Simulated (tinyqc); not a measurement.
Optical transitions of a finite quantum well: sweeps and comparisons. A value that a table varies takes the place of the one given here.

Each carrier sees a square well of width L with its own depth V and masses m (inside), mb (outside); c = hbar^2/2m0, k = sqrt(m E/c), kappa = sqrt(mb (V - E)/c), and level n solves k L + 2 atan[(k/m)/(kappa/mb)] = n pi. The envelope is cos(kz) for odd n and sin(kz) for even n inside, joins exp(-kappa (|z| - L/2)) outside, and is normalised to 1. Excitons and band mixing are left out.

Constants: hbar^2/2m0 = 3.80998211 eV angstrom^2; e^2/(4 pi eps0) = 14.39964547 eV angstrom; hc = 1239.841984 eV nm.

Parameters, chosen for this exercise (near those of a GaAs well in AlGaAs; shifted at random, so the results belong to these values and not to a real crystal): L = 165 angstrom (well width); Vc = 0.13 eV (conduction offset); me = 0.0681 m0 (electron, well); meb = 0.0803 m0 (electron, barrier); eps = 11 (background dielectric constant); Nss = (0.06, 0.15, 0.3, 0.6, 0.9, 1.2, 1.8) x 1e12/cm^2 (sheet densities); Eg = 1.505 eV (gap of the well); Vv = 0.07 eV (valence offset); mh = 0.358 m0 (heavy hole along z, well); mhb = 0.413 m0 (heavy hole, barrier); ml = 0.088 m0 (light hole along z, well); mlb = 0.112 m0 (light hole, barrier); Ls = (41, 58, 69, 85, 105, 159, 220) angstrom (widths).

## Depolarisation shift

The collective line lies at E12 sqrt(1 + a), a = 8 pi q (n1 - n2) S/(eps E12), q = e^2/(4 pi eps0), S = integral over z of (integral up to z of psi_1 psi_2)^2. Zero temperature with the mass me in both subbands: n1 - n2 = Ns until Ns reaches D E12, D = me/(2 pi c), and D E12 beyond. 1e12/cm^2 = 1e-4/angstrom^2; exchange and the static band bending by the charge are left out.

Line position:
```
Ns (1e12/cm^2)  n1 - n2       a  line (meV)  shift (meV)
0.060             0.060  0.0642       37.66         1.15
0.15              0.150  0.1606       39.33         2.82
0.30              0.300  0.3212       41.96         5.45
0.60              0.600  0.6423       46.78        10.28
0.90              0.900  0.9635       51.15        14.65
1.2               1.038  1.1117       53.05        16.54
1.8               1.038  1.1117       53.05        16.54
```

S = 11.878 angstrom
E12 = 36.50 meV

What does this show?

The upward shift grows from 1.15 to 16.54 meV, 45.3 % of E12 at most. It stops moving once e2 starts to fill, at Ns = 1.04 e12/cm^2. For small a the shift is a E12/2, linear in Ns; in the last row that rule gives 20.29 meV. S/L = 0.0720, against 5/(9 pi^2) = 0.0563 for hard walls.

## Width of the well

Edge wavelength hc/(Eg + e1 + hh1), squared e1-hh1 overlap, lh1 - hh1, and the 1-2 intersubband energy with f_12 = (m1/c) E12 z_12^2, 1/m1 = <1|1/m|1> (dash: e2 unbound).

Results:
```
L (angstrom)  edge (nm)  overlap^2  lh1 - hh1 (meV)  E12 (meV)   f_12
41                776.9     0.9284             19.2          -      -
58                790.1     0.9539             16.8          -      -
69                796.1     0.9638             15.0       87.8  0.492
85                802.3     0.9732             12.6       81.2  0.943
105               807.6     0.9806             10.2       66.6  0.987
159               815.0     0.9900              6.1       38.6  0.976
220               818.6     0.9943              3.9       23.3  0.968
```

How do the results move?

The edge tunes from 777 to 819 nm, towards hc/Eg = 824 nm, while the overlap goes from 0.928 to 0.994. e2 binds at L = pi sqrt(c/(me Vc)) = 65.2 angstrom; f_12 starts from zero there and is 0.492 at 69 angstrom, the rest going to the continuum; among the widths listed it peaks at 0.987 (105 angstrom) and is 0.968 in the widest well, against 0.961 for hard walls.

## What each parameter does

Edge wavelength hc/(Eg + e1 + hh1), squared overlap of e1 and hh1, and the confinement energies. Each row changes one parameter from the base and keeps the others.

Results:
```
case              edge (nm)  overlap^2  e1 (meV)  hh1 (meV)
base                  815.5     0.9906      12.5        2.9
L = 181 angstrom      816.7     0.9920      10.8        2.4
Eg = 1.535 eV         799.7     0.9906      12.5        2.9
Vc = 0.149 eV         815.3     0.9933      12.8        2.9
Vv = 0.084 eV         815.5     0.9880      12.5        2.9
me = 0.0749 m0        815.9     0.9931      11.8        2.9
mh = 0.304 m0         815.3     0.9936      12.5        3.2
meb = 0.0964 m0       815.8     0.9893      12.0        2.9
```

What does this show?

The largest shifts from the base row, up to three for each result and ties (the steps differ in size, so this ranks the rows, not the parameters). edge (nm): Eg -15.8, L +1.1, me +0.4; unchanged at the printed digits by Vv. overlap^2: mh +0.0030, Vc +0.0027, Vv -0.0026; unchanged at the printed digits by Eg. e1 (meV): L -1.7, me -0.7, meb -0.5; unchanged at the printed digits by Eg, Vv and mh. hh1 (meV): L -0.4, mh +0.4; unchanged at the printed digits by Eg, Vc, Vv, me and meb.

tinyqc: `OMP_NUM_THREADS=1 python tinyqc.py 1280580 1280581 out.jsonl`; about 0.05 s, one thread, shared Intel(R) Xeon(R) Processor @ 2.30GHz.
